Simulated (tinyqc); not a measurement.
Transistor under a ferroelectric capacitor (negative capacitance), static model: one step of the calculation.

A ferroelectric film of thickness tf lies between the gate and an inner metal at potential v, which drives an ordinary transistor. One domain, P = Q (background permittivity neglected): Vg = v + tf (2 al Q + 4 be Q^3), al = -3 sqrt(3) Ec/(4 Pr), be = 3 sqrt(3) Ec/(8 Pr^3). Gate charge Q(v) = Qi + Cp v with the channel charge Qi = Cox n Vt ln(1 + exp((v - VT)/(n Vt))). Q in uC/cm^2, E in kV/cm; 1 nm times 1 kV/cm is 1e-4 V. Domains, leakage and the switching time are left out.

Task. Inner potential by Newton steps. f = v + tf (2 al Q + 4 be Q^3) - Vg, f' = 1 + C tf (2 al + 12 be Q^2) with C = Cox/(1 + exp(-(v - VT)/(n Vt))) + Cp; v(new) = v - f/f'.

Values chosen for this exercise; Pr and Ec close to those of hafnium oxide based films:
```
symbol  value     unit                                      meaning
T         350        K                                  temperature
Cox       3.6  uF/cm^2               capacitance of the inner oxide
Cp       0.24  uF/cm^2            overlap capacitance per gate area
VT        0.4        V            threshold of the inner transistor
n        1.24           subthreshold factor of the inner transistor
tf        5.7       nm                      ferroelectric thickness
Vg       0.21        V                                 gate voltage
```

Constants: q = 1.602176634e-19 C, kB = 1.380649e-23 J/K, Vt = kB T/q. Results are converted to the units shown.

v at the start = 0.21 V
al = -162.37976 kV cm/uC
be = 1.2685919 kV cm^5/uC^3

Wanted: Q; f; f'; v after iteration 1.

Result.

Q = 0.051235 uC/cm^2
f = -0.0094838 V
f' = 0.95146
v after iteration 1 = 0.21997 V

tinyqc, about 0.02 s, one thread, Intel Xeon 2.30GHz (shared host): `OMP_NUM_THREADS=1 python tinyqc.py 2860037 2860038 out.jsonl`
